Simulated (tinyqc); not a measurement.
From results to parameters: minimal-basis H2. Computed by the program tinyqc with PySCF.

Problem. For two electrons in the two orbitals of minimal-basis H2, the CIS energies are e2 - e1 - J12 + 2 K12 and e2 - e1 - J12, and E_corr = D - sqrt(D^2 + K12^2) with 2D the energy of the double excitation. Find J12, K12, D, the MP2 energy and the weight of the double excitation.

orbital gap e2 - e1 = 0.30383741 hartree
CIS singlet and triplet energies (hartree): 0.348303  -0.198723
FCI correlation energy = -0.20777102 hartree

Solution. Half the singlet-triplet splitting is K12, the gap less the triplet energy is J12, D = (E_corr^2 - K12^2)/(2 E_corr), MP2 is -K12^2/(2 gap), and the weight is c^2/(1 + c^2) with c = E_corr/K12.

J12, K12, D (hartree): 0.5026  0.2735  0.0761
MP2 correlation energy = -0.123108 hartree
weight of the double excitation = 0.366
